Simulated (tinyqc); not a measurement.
Comparisons within one model: two-band tight binding of a puckered layer. A value that a table varies takes the place of the one given here.

With X = kx ax/2 and Y = ky ay/2: h = t2 + 2 cos(Y) (t1 exp(iX) + t3 exp(-iX)) + t5 exp(2iX), d = 4 t4 cos(X) cos(Y), H = [[d, h], [h*, d]], E = d -/+ |h|.

Constants: hbar^2/2m0 = 3.80998211 eV angstrom^2.

Inputs chosen for the exercise (near a published set for monolayer black phosphorus; not measured data): ax = 4.55 angstrom (period along x (armchair)); ay = 3.28 angstrom (period along y (zigzag)); t1 = -1.23 eV (along the zigzag); t2 = 3.657 eV (across the pucker); t3 = -0.217 eV (second in the sheet); t4 = -0.095 eV (same sublattice); t5 = -0.057 eV (far across).

## Mass and optical strength against direction

masses (m0):
```
                x        y
electron  0.14739  0.86534
hole      0.15953  1.12694
```

chi = -4.86850 eV angstrom

Angle from x. 1/m(theta) = cos^2/mx + sin^2/my. Near Gamma only x-polarised light couples the bands, with strength chi^2 cos^2(theta), chi = ax (t1 - t3 + t5) = d Im(h)/dkx; the positions of the atoms inside the cell, which would change this dipole but not the masses, are left out. The last column is the transition energy at |k| = 0.1 1/angstrom from the full bands, less the gap.

Against angle:

| theta (deg) | m_e (m0) | m_h (m0) | strength (eV^2 angstrom^2) | rise of the transition (eV) |
|---|---|---|---|---|
| 0 | 0.147 | 0.160 | 23.70 | 0.4327 |
| 15 | 0.156 | 0.169 | 22.11 | 0.4108 |
| 30 | 0.186 | 0.203 | 17.78 | 0.3498 |
| 45 | 0.252 | 0.279 | 11.85 | 0.2635 |
| 60 | 0.390 | 0.448 | 5.93 | 0.1730 |
| 75 | 0.652 | 0.801 | 1.59 | 0.1037 |
| 85 | 0.834 | 1.077 | 0.18 | 0.0806 |
| 90 | 0.865 | 1.127 | 0.00 | 0.0777 |

What does this show?

The light-mass direction rules: at 45 degrees the electron mass is still 0.252, 1.71 times the value along x, against 5.9 times at 90 degrees. At |k| = 0.1 the transition has risen 5.6 times as much along x as along y.

## Closing the gap

t2 is lowered; h0 = t2 + 2 t1 + 2 t3 + t5, c = hbar^2/2m0. For h0 > 0 the gap is 2 h0 at Gamma. For h0 < 0 the bands touch at kx = 0, cos(Y) = -(t2 + t5)/(2 (t1 + t3)).

Against t2:

| t2 (eV) | h0 (eV) | gap (eV) | electron mass along x (m0) | ky of the nodes (1/angstrom) |
|---|---|---|---|---|
| 3.8 | 0.849 | 1.698 | 0.1655 | - |
| 3.6 | 0.649 | 1.298 | 0.1394 | - |
| 3.4 | 0.449 | 0.898 | 0.1075 | - |
| 3.2 | 0.249 | 0.498 | 0.0672 | - |
| 3.0 | 0.049 | 0.098 | 0.0152 | - |
| 2.8 | -0.151 | 0.000 | - | 0.1978 |
| 2.6 | -0.351 | 0.000 | - | 0.3034 |
| 2.4 | -0.551 | 0.000 | - | 0.3825 |

How do the results move?

The gap closes at t2 = 2.951 eV. On the way the mass along x falls with the gap and tends to 2 c h0/chi^2 as it closes, while that along y stays. Beyond it two Dirac nodes move apart along the zigzag direction, to ky = +/-0.383 1/angstrom in the last row. The mass formula is c/(ex + gx + chi^2/(2 h0)) with chi = ax (t1 - t3 + t5), gx = -ax^2 ((t1 + t3)/4 + t5/2), ex = -t4 ax^2/2.

## What each parameter does

Gap at Gamma and masses m/m0 = c q^2/|E(q) - E(0)| with q = 0.001 1/angstrom, c = hbar^2/2m0. Each row changes one parameter from the base and keeps the others.

Results:

| case | gap (eV) | m_e x | m_h x | m_e y | m_h y |
|---|---|---|---|---|---|
| base | 1.4120 | 0.1474 | 0.1595 | 0.865 | 1.127 |
| t1 = -1.2 eV | 1.5320 | 0.1620 | 0.1767 | 0.881 | 1.154 |
| t2 = 3.687 eV | 1.4720 | 0.1514 | 0.1642 | 0.865 | 1.127 |
| t3 = -0.187 eV | 1.5320 | 0.1508 | 0.1636 | 0.881 | 1.154 |
| t4 = -0.065 eV | 1.4120 | 0.1492 | 0.1575 | 0.898 | 1.076 |
| t5 = -0.027 eV | 1.4720 | 0.1590 | 0.1732 | 0.865 | 1.127 |
| ax = 4.686 angstrom | 1.4120 | 0.1390 | 0.1504 | 0.865 | 1.127 |

How do the results move?

The largest shifts from the base row, up to three for each result and ties (the steps differ in size, so this ranks the rows, not the parameters). gap (eV): t1 +0.1200, t3 +0.1200, t5 +0.0600, t2 +0.0600; unchanged at the printed digits by t4 and ax. m_e x: t1 +0.0146, t5 +0.0116, ax -0.0084. m_h x: t1 +0.0172, t5 +0.0137, ax -0.0091. m_e y: t4 +0.033, t1 +0.016, t3 +0.016; unchanged at the printed digits by t2, t5 and ax. m_h y: t4 -0.051, t1 +0.028, t3 +0.028; unchanged at the printed digits by t2, t5 and ax.

tinyqc: `OMP_NUM_THREADS=1 python tinyqc.py 1480992 1480993 out.jsonl`; about 0.01 s, one thread, shared Intel(R) Xeon(R) Processor @ 2.30GHz.
